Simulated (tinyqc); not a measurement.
# Metal-interlayer-semiconductor contact, depinning against tunnelling resistance, step by step

Numbers from tinyqc (`OMP_NUM_THREADS=1 python tinyqc.py 2270119 2270120 out.jsonl`; about 0.03 s on one thread of a shared Intel Xeon 2.30GHz). Printed values are rounded.

Zero bias, n-type semiconductor. Gap states at the semiconductor surface thin out as exp(-be ti), which unpins the barrier; electrons must then cross the interlayer (a rectangular barrier, no voltage drop across it) and the parabolic depleted layer, both by WKB. Energies E are counted from the Fermi level; no image force, parabolic bands.

Values chosen for this exercise; semiconductor values close to those of gallium arsenide; interlayer mass of the order of that in silicon nitride, offset chosen freely: temperature T = 300 K; band gap Eg = 1.39 eV; relative permittivity eps_r = 13; electron affinity chi = 3.95 eV; conduction-band density of states at T Nc = 4.4e17 cm^-3; tunnelling mass in the semiconductor mt = 0.0687 m0; Richardson mass mA = 0.0649 m0; donor density Nd = 5.8e17 cm^-3; charge-neutrality level above the valence band E0 = 0.52 eV; pinning factor without interlayer S0 = 0.1; metal work function phiM = 4.08 eV; interlayer thickness ti = 0.5 nm; conduction-band offset of the interlayer above the semiconductor dE = 2.05 eV; tunnelling mass in the interlayer mi = 0.46 m0; decay constant of gap states through the interlayer be = 2.7 1/nm.

Constants: q = 1.602176634e-19 C, kB = 1.380649e-23 J/K, eps0 = 8.8541878128e-12 F/m, hbar = 1.054571817e-34 J s, h = 6.62607015e-34 J s, m0 = 9.1093837015e-31 kg, Vt = kB T/q, hbar^2/(2 m0) = 0.0380998212 eV nm^2. Results are converted to the units shown.

## Pinning, barrier and scales

S = 1/(1 + (1/S0 - 1) exp(-be ti)); phiB = S (phiM - chi) + (1 - S)(Eg - E0); xi = Ec - EF deep inside, from Nd = Nc F(-xi/Vt), F(x) = (2/sqrt(pi)) int_0^infinity sqrt(u) du/(1 + exp(u - x)); band bending U = phiB - xi; E00 = (hbar/2) sqrt(Nd/(eps0 eps_r mt m0)) in volts; A = 4 pi q mA m0 kB^2/h^3.

S = 0.300015
phiB = 0.647989 eV
xi = -0.0189761 eV
U = 0.666965 eV
E00 = 0.0149621 eV
A = 7.79924 A/(cm^2 K^2)

The interlayer moves the barrier from 0.796 eV to 0.648 eV; the unpinned limit is phiM - chi = 0.130 eV. E00/Vt = 0.579: by the usual rule of thumb (0.5 to 5) thermionic-field emission.

## Exponents and integrand on an energy grid

E, point 0 to 13 (eV): 0.17  0.21  0.25  0.29  0.33  0.37  0.41  0.45  0.49  0.53  0.57  0.61  0.65  0.69

With U = phiB - xi: for xi < E < phiB, y = (E - xi)/U and G1 = (U/E00) [sqrt(1 - y) - y ln((1 + sqrt(1 - y))/sqrt(y))], G1 = 0 above phiB; G2 = 2 ti sqrt(mi max(phiB + dE - E, 0)/C), C = hbar^2/(2 m0); f = 1/(1 + exp(E/Vt)); integrand exp(-G1 - G2) f.

```
point       G1       G2            f  integrand (1e-13)
0      22.0265  5.52465   0.00139162            0.01507
1      18.8596  5.48077   2.96501e-4            0.07964
2      15.9822  5.43653   6.31186e-5            0.31486
3      13.3629  5.39194   1.34341e-5            0.96177
4      10.9804  5.34696   2.85919e-6            2.31928
5       8.8202  5.30161   6.08518e-7            4.47954
6       6.8734  5.25587   1.29510e-7            6.99271
7       5.1356  5.20972   2.75634e-8            8.86008
8       3.6075  5.16316   5.86627e-9            9.10575
9       2.2960  5.11618   1.24851e-9            7.53905
10      1.2175  5.06876  2.65718e-10            4.94667
11      0.4087  5.02090  5.65524e-11            2.47978
12      0.0000  4.97257  1.20360e-11            0.83353
13      0.0000  4.92377  2.56159e-12            0.18627
```

## Contact resistivity

1/rho_c = (A T^2/Vt^2) I, with I the trapezoid sum of the integrand over the grid.

I = 1.96053e-13 eV
rho_c = 4856.5 ohm cm^2

A fine grid from xi upwards gives rho_c = 4841 ohm cm^2; the coarse value is 0.32 % above it. The integrand peaks at E = 0.48 eV, and 1.2 % of the current flows above phiB. Tunnelling through the interlayer costs a factor of 179 at this barrier height; the bare contact (ti = 0) has rho_c = 4240 ohm cm^2, so with the interlayer rho_c is 14 % above that.
